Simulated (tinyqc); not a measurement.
# n-type polysilicon, carrier trapping at grain boundaries: two studies

One-dimensional grains of size Lg, uniform ionised doping N, monovalent traps Qt at each boundary at a depth Et below (for electrons) or above (for holes) the band edge there, abrupt depletion of width W on each side of a boundary, Boltzmann statistics. xi is the distance from the band edge at the grain centre to the Fermi level. Trapped charge Qt/(1 + exp((xi + VB - Et)/Vt)) = 2 N W, barrier VB = q N W^2/(2 eps0 eps_r).

Inputs (values chosen for the exercise); values of the order met in polycrystalline silicon:
- T = 300 K (temperature)
- eps_r = 11.7 (relative permittivity)
- NB = 2.8e19 cm^-3 (conduction-band density of states at T)
- Lg = 110 nm (grain size)
- Qt = 1.1e12 cm^-2 (trap density of a grain boundary)
- Et = 0.47 eV (depth of the trap level from the majority band edge at the boundary)
- ms = 0.5 m0 (mass for thermionic emission)
- fe = 0.5 (correction factor of the emission rate)
- mug = 170 cm^2/(V s) (mobility inside the grains)
- N = 5.3e17 cm^-3 (doping)

Constants: q = 1.602176634e-19 C, kB = 1.380649e-23 J/K, m0 = 9.1093837015e-31 kg, Vt = kB T/q, eps0 = 8.8541878128e-14 F/cm where lengths are in cm. Results are converted to the units shown.

Each table varies one quantity; the others keep the values above.

## Effect of the doping

If the trap equation with xi = Vt ln(NB/N) has a root W < Lg/2, the grain is partly depleted; otherwise W = Lg/2 and the trap equation gives xi = Et - VB + Vt ln(Qt/(N Lg) - 1). N* = Qt/Lg. n0 = NB exp(-xi/Vt); mean density n0 (1 - 2 W/Lg) by charge balance in a partly depleted grain, and n0 (sqrt(pi)/2) erf(u)/u with u = sqrt(VB/Vt) in a fully depleted one; v = sqrt(kB T/(2 pi ms m0)); barrier resistivity Vt exp(VB/Vt)/(q fe n0 v Lg); grain resistivity (1 - 2 W/Lg)/(q n0 mug); effective mobility 1/(q mean density total resistivity). Rows with xi above 0.45 V, towards mid-gap, are left out, since the other carrier type is ignored.

Effect of the doping:
columns A: N (cm^-3); B: N/N*; C: depleted share 2 W/Lg; D: VB (V); E: xi (V); F: mean density (cm^-3); G: resistivity (ohm cm); H: effective mobility (cm^2/(V s))
```
A            B        C         D        E         F        G      H
4.6e16  0.4600    1.000    0.1076   0.3665  8.428e12  2.543e4  29.13
9.8e16  0.9800   0.9963    0.2276   0.1462  3.595e14    523.4  33.17
2.1e17   2.100   0.4761    0.1114   0.1265  1.100e17    2.819  20.13
4.3e17   4.300   0.2326   0.05440   0.1080  3.300e17   0.2126  88.96
9.1e17   9.100   0.1099   0.02571  0.08858  8.100e17  0.05882  131.0
1.9e18   19.00  0.05263   0.01231  0.06955  1.800e18  0.02484  139.6
4e18     40.00  0.02500  0.005848  0.05031  3.900e18  0.01137  140.8
```

What does the table show?

As N goes from 4.6e16 to 4e18, VB goes from 0.108 through a maximum of 0.228 (at N = 9.8e16 among the rows listed) to 0.00585 V, the resistivity falls from 25400 to 0.0114 ohm cm and the effective mobility moves up and down between 20.1 and 141 cm^2/(V s). The steepest fall of the resistivity among the rows, as N^(-6.9), lies between N = 9.8e16 and 2.1e17 cm^-3; N* = 1.00e17 cm^-3. While the grain is fully depleted VB grows as N; once the traps are full it falls as 1/N. For N = 4e18 xi is under 2.5 Vt, where Boltzmann statistics begin to fail. For N = 9.1e17, 1.9e18, 4e18 VB is below Vt, where abrupt depletion and thermionic emission are rough. For N = 9.8e16 the grain is near the changeover between partial and full depletion, within a few Debye lengths, where both limits are rough.

## Effect of the trap density of a grain boundary

Same model as above.

N* = Qt/Lg.

The same in every row: xi (V) = 0.1026.

Effect of the trap density of a grain boundary:
columns A: Qt (cm^-2); B: N/N*; C: depleted share 2 W/Lg; D: VB (V); E: mean density (cm^-3); F: resistivity (ohm cm); G: effective mobility (cm^2/(V s))
```
A            B        C         D         E        F         G
2e11     29.15  0.03431  0.001459  5.118e17  0.08229     148.2
3.4e11   17.15  0.05832  0.004217  4.991e17  0.08236     151.8
5.7e11   10.23  0.09777   0.01185  4.782e17  0.08551     152.6
9.7e11   6.010   0.1664   0.03432  4.418e17   0.1126     125.4
1.6e12   3.644   0.2744   0.09337  3.845e17   0.5891     27.55
2.8e12   2.082   0.4685    0.2722  2.817e17    543.1   0.04080
4.7e12   1.240   0.5316    0.3504  2.483e17  1.119e4  0.002247
8e12    0.7288   0.5519    0.3777  2.375e17  3.219e4  8.165e-4
```

What does the comparison show?

As Qt goes from 2e11 to 8e12, VB rises from 0.00146 to 0.378 V, the resistivity rises from 0.0823 to 32200 ohm cm and the effective mobility goes from 148 through a maximum of 153 (at Qt = 5.7e11 among the rows listed) to 8.17e-4 cm^2/(V s). For Qt = 2e11, 3.4e11, 5.7e11 VB is below Vt, where abrupt depletion and thermionic emission are rough.

Computed by the program tinyqc: `OMP_NUM_THREADS=1 python tinyqc.py 2830130 2830131 out.jsonl`, one thread of a shared Intel Xeon 2.30GHz, about 0.01 s for the whole run.
